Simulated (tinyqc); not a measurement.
Peak against initial coverage: adsorption as a lattice gas: isotherms with interactions, competition, desorption peaks and saturation dose. Computed by tinyqc, a small Python program. Command: `OMP_NUM_THREADS=1 python tinyqc.py 3015806 3015807 out.jsonl adsorb walk`. One thread of a shared host (Intel(R) Xeon(R) Processor @ 2.30GHz), about 0.1 s of CPU time with the checks.

One adsorbate per site; a molecule needs 1 empty site. Gas and surface have the same temperature.

Inputs (values chosen for the exercise, for a model surface): desorption energy E = 1 eV; prefactor nu = 6.3e+13 1/s; pair energy w (positive repels) = -0.0088 eV; neighbours z = 4; heating rate beta = 0.81 K/s.

Adsorption: molecular (first order).

Constants: k_B = 8.617333262e-05 eV/K.

Method. Heating at the rate beta: d theta/dT = -(nu/beta) theta^1 exp(-[E - z w theta]/(k_B T)). Integrated numerically (relative tolerance 1e-9); T_p is the maximum of the rate.

Peak temperatures (K):
```
theta_0   w = 0  with w
0.1      338.57  339.45
0.3      338.57  341.22
0.5      338.57  342.96
0.7      338.57  344.70
0.9      338.57  346.43
```

Without interaction the peak does not move; with w it moves by +7.0 K.

Extremes, crossings and ranges named in words are read from the listed rows.
